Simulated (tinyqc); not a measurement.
Worked calculation (part 2 of 2): ROHF in the 6-311g basis, for H2, spin multiplicity 3. Computed by tinyqc, a small Python program that keeps every step (integrals from PySCF). Command: `OMP_NUM_THREADS=1 python tinyqc.py 30148 30149 out.jsonl` (the two numbers bound the seeds that draw the settings). One thread of a shared host (Intel(R) Xeon(R) Processor @ 2.60GHz), about 0.06 s of CPU time with the checks.

Geometry (angstrom):
```
atom,x,y,z
H,0.00000,0.00000,0.00000
H,0.00000,0.00000,0.75200
```

## Iteration 4: Roothaan effective Fock matrix

F(alpha) (hartree), lower triangle:
```
,1H 1s,1H 2s,1H 3s,2H 1s,2H 2s,2H 3s
1H 1s,0.15770
1H 2s,-0.74459,-0.65567
1H 3s,-0.62460,-0.56557,-0.38912
2H 1s,-0.58413,-0.63284,-0.53447,0.15770
2H 2s,-0.63284,-0.64175,-0.52871,-0.74459,-0.65567
2H 3s,-0.53447,-0.52871,-0.37959,-0.62460,-0.56557,-0.38912
```

F(beta) (hartree), lower triangle:
```
,1H 1s,1H 2s,1H 3s,2H 1s,2H 2s,2H 3s
1H 1s,0.83578
1H 2s,-0.11229,0.02974
1H 3s,-0.20585,-0.07252,-0.00808
2H 1s,-0.25991,-0.19959,-0.18925,0.83578
2H 2s,-0.19959,-0.10160,-0.09788,-0.11229,0.02974
2H 3s,-0.18925,-0.09788,-0.02873,-0.20585,-0.07252,-0.00808
```

D(alpha) after iteration 3, lower triangle:
```
,1H 1s,1H 2s,1H 3s,2H 1s,2H 2s,2H 3s
1H 1s,0.07325
1H 2s,0.14444,0.34636
1H 3s,0.21578,0.70911,1.94219
2H 1s,0.03182,0.00225,-0.18492,0.07325
2H 2s,0.00225,-0.14159,-0.66602,0.14444,0.34636
2H 3s,-0.18492,-0.66602,-1.93312,0.21578,0.70911,1.94219
```

D(beta) after iteration 3, lower triangle:
```
,1H 1s,1H 2s,1H 3s,2H 1s,2H 2s,2H 3s
1H 1s,0.00000
1H 2s,0.00000,0.00000
1H 3s,0.00000,0.00000,0.00000
2H 1s,0.00000,0.00000,0.00000,0.00000
2H 2s,0.00000,0.00000,0.00000,0.00000,0.00000
2H 3s,0.00000,0.00000,0.00000,0.00000,0.00000,0.00000
```

overlap S, lower triangle:
```
,1H 1s,1H 2s,1H 3s,2H 1s,2H 2s,2H 3s
1H 1s,1.00000
1H 2s,0.70638,1.00000
1H 3s,0.37366,0.78896,1.00000
2H 1s,0.25958,0.41877,0.30852,1.00000
2H 2s,0.41877,0.71964,0.67383,0.70638,1.00000
2H 3s,0.30852,0.67383,0.90146,0.37366,0.78896,1.00000
```

With projectors Pc = D(beta) S, Po = (D(alpha) - D(beta)) S, Pv = 1 - D(alpha) S, the block xy is Px^T F Py; with Fc = (F(alpha) + F(beta))/2, the blocks are Fc for cc, oo, vv and cv, F(beta) for co and F(alpha) for ov.

effective F (hartree), lower triangle:
```
,1H 1s,1H 2s,1H 3s,2H 1s,2H 2s,2H 3s
1H 1s,0.42267
1H 2s,-0.46587,-0.29386
1H 3s,-0.41650,-0.26962,-0.13234
2H 1s,-0.43797,-0.41752,-0.35120,0.42267
2H 2s,-0.41752,-0.33855,-0.26517,-0.46587,-0.29386
2H 3s,-0.35120,-0.26517,-0.14447,-0.41650,-0.26962,-0.13234
```

## Iteration 4: DIIS over 3 matrices

error matrix X^T (FDS - SDF) X:
```
,1,2,3,4,5,6
1,0.00000,0.00011,0.00006,0.00000,-0.00016,-0.00025
2,-0.00011,0.00000,-0.00007,0.00016,0.00000,-0.00012
3,-0.00006,0.00007,0.00000,0.00025,0.00012,0.00000
4,0.00000,-0.00016,-0.00025,0.00000,0.00011,0.00006
5,0.00016,0.00000,-0.00012,-0.00011,0.00000,-0.00007
6,0.00025,0.00012,0.00000,-0.00006,0.00007,0.00000
```

B (overlaps of the stored error matrices), lower triangle:
```
,1,2,3
1,1.3339061e-03
2,7.4319923e-05,1.9785612e-05
3,2.1338869e-05,1.8154427e-06,4.9017816e-07
```

Minimise |sum c_i e_i|^2 with sum c_i = 1: solve [B -1; -1 0][c; lambda] = [0; -1] with B_ij = tr e_i^T e_j, and take F = sum c_i F_i.

DIIS coefficients: -0.01479  -0.03371  1.04851

extrapolated F (hartree), lower triangle:
```
,1H 1s,1H 2s,1H 3s,2H 1s,2H 2s,2H 3s
1H 1s,0.42268
1H 2s,-0.46586,-0.29385
1H 3s,-0.41649,-0.26962,-0.13235
2H 1s,-0.43802,-0.41753,-0.35120,0.42268
2H 2s,-0.41753,-0.33854,-0.26516,-0.46586,-0.29385
2H 3s,-0.35120,-0.26516,-0.14448,-0.41649,-0.26962,-0.13235
```

## Iteration 4: diagonalisation and new density

X, lower triangle:
```
,1H 1s,1H 2s,1H 3s,2H 1s,2H 2s,2H 3s
1H 1s,1.37561
1H 2s,-0.75040,2.39371
1H 3s,0.21733,-1.15580,2.80273
2H 1s,-0.01567,-0.00219,-0.03627,1.37561
2H 2s,-0.00219,-0.64860,0.40123,-0.75040,2.39371
2H 3s,-0.03627,0.40123,-1.64166,0.21733,-1.15580,2.80273
```

Diagonalise F' = X^T F X, C = X C', fill 2 alpha and 0 beta electrons from the bottom; D(s) = C_occ C_occ^T. Each column has its largest component positive (the first on a tie).

F' = X^T F X (hartree), lower triangle:
```
,1,2,3,4,5,6
1,1.46419
2,-1.19096,0.89982
3,0.00035,-0.34822,0.23891
4,-0.28388,-0.10208,-0.09154,1.46419
5,-0.10208,-0.13514,0.03243,-1.19096,0.89982
6,-0.09154,0.03243,-0.11702,0.00035,-0.34822,0.23891
```

orbital energies (hartree): MO1 -0.48627, MO2 0.02616, MO3 0.26243, MO4 0.53509, MO5 2.29072, MO6 2.57771

coefficients C:
```
,MO1,MO2,MO3,MO4,MO5,MO6
1H 1s,0.22925,0.14371,-0.04768,-0.08678,-1.08142,-1.11880
1H 2s,0.32019,0.49331,-0.66931,-1.57318,1.24100,1.84436
1H 3s,0.06704,1.39341,0.85071,2.77399,-0.49691,-1.21820
2H 1s,0.22925,-0.14371,-0.04768,0.08678,-1.08142,1.11880
2H 2s,0.32019,-0.49331,-0.66931,1.57318,1.24100,-1.84436
2H 3s,0.06704,-1.39341,0.85071,-2.77399,-0.49691,1.21820
```

D(alpha) after iteration 4, lower triangle:
```
,1H 1s,1H 2s,1H 3s,2H 1s,2H 2s,2H 3s
1H 1s,0.07321
1H 2s,0.14430,0.34588
1H 3s,0.21562,0.70885,1.94609
2H 1s,0.03190,0.00251,-0.18488,0.07321
2H 2s,0.00251,-0.14083,-0.66592,0.14430,0.34588
2H 3s,-0.18488,-0.66592,-1.93710,0.21562,0.70885,1.94609
```

D(beta) after iteration 4, lower triangle:
```
,1H 1s,1H 2s,1H 3s,2H 1s,2H 2s,2H 3s
1H 1s,0.00000
1H 2s,0.00000,0.00000
1H 3s,0.00000,0.00000,0.00000
2H 1s,0.00000,0.00000,0.00000,0.00000
2H 2s,0.00000,0.00000,0.00000,0.00000,0.00000
2H 3s,0.00000,0.00000,0.00000,0.00000,0.00000,0.00000
```

## Iteration 6 (converged): orbitals

converged F (hartree), lower triangle:
```
,1H 1s,1H 2s,1H 3s,2H 1s,2H 2s,2H 3s
1H 1s,0.42258
1H 2s,-0.46592,-0.29394
1H 3s,-0.41653,-0.26969,-0.13244
2H 1s,-0.43812,-0.41760,-0.35123,0.42258
2H 2s,-0.41760,-0.33861,-0.26522,-0.46592,-0.29394
2H 3s,-0.35123,-0.26522,-0.14455,-0.41653,-0.26969,-0.13244
```

As before.

F' = X^T F X (hartree), lower triangle:
```
,1,2,3,4,5,6
1,1.46407
2,-1.19092,0.89975
3,0.00033,-0.34827,0.23884
4,-0.28396,-0.10212,-0.09152,1.46407
5,-0.10212,-0.13513,0.03247,-1.19092,0.89975
6,-0.09152,0.03247,-0.11702,0.00033,-0.34827,0.23884
```

orbital energies (hartree): MO1 -0.48637, MO2 0.02603, MO3 0.26235, MO4 0.53516, MO5 2.29059, MO6 2.57758

coefficients C:
```
,MO1,MO2,MO3,MO4,MO5,MO6
1H 1s,0.22927,0.14368,-0.04770,-0.08680,-1.08141,-1.11880
1H 2s,0.32018,0.49314,-0.66928,-1.57324,1.24102,1.84436
1H 3s,0.06703,1.39374,0.85070,2.77381,-0.49692,-1.21823
2H 1s,0.22927,-0.14368,-0.04770,0.08680,-1.08141,1.11880
2H 2s,0.32018,-0.49314,-0.66928,1.57324,1.24102,-1.84436
2H 3s,0.06703,-1.39374,0.85070,-2.77381,-0.49692,1.21823
```

D(alpha) after iteration 6, lower triangle:
```
,1H 1s,1H 2s,1H 3s,2H 1s,2H 2s,2H 3s
1H 1s,0.07321
1H 2s,0.14427,0.34571
1H 3s,0.21563,0.70878,1.94700
2H 1s,0.03192,0.00255,-0.18489,0.07321
2H 2s,0.00255,-0.14067,-0.66585,0.14427,0.34571
2H 3s,-0.18489,-0.66585,-1.93802,0.21563,0.70878,1.94700
```

D(beta) after iteration 6, lower triangle:
```
,1H 1s,1H 2s,1H 3s,2H 1s,2H 2s,2H 3s
1H 1s,0.00000
1H 2s,0.00000,0.00000
1H 3s,0.00000,0.00000,0.00000
2H 1s,0.00000,0.00000,0.00000,0.00000
2H 2s,0.00000,0.00000,0.00000,0.00000,0.00000
2H 3s,0.00000,0.00000,0.00000,0.00000,0.00000,0.00000
```

## Convergence

Stop when the energy changes by less than 1e-08 hartree and every element of the error matrix X^T (F D S - S D F) X is below 3e-05.

Course of the cycle:
```
iteration,E (hartree),change,largest element of the error matrix
1,-0.7503850,-,5.93e-02
2,-0.7750649,-2.47e-02,1.07e-02
3,-0.7755115,-4.47e-04,1.53e-03
4,-0.7755198,-8.31e-06,2.45e-04
5,-0.7755201,-3.30e-07,3.25e-05
6,-0.7755201,-7.56e-09,1.49e-06
```

PySCF ROHF in the same basis = -0.7755201 hartree

Converged in 6 iterations.

## Populations, bond orders and dipole

Mulliken: Z minus the diagonal of D S on the atom; Loewdin: the same with S^(1/2) D S^(1/2); Mayer order: 2 sum_s sum (D(s) S)_ij (D(s) S)_ji over the two atoms.

Charges (e):
```
atom,Mulliken,Loewdin,Mulliken spin
1H,0,0,1.00000
2H,0,0,1.00000
```

Mayer bond orders:
```
pair,order
2-1,-0.27783
```

dipole moment about the origin, x y z (debye): 0.00000  0.00000  0.00000
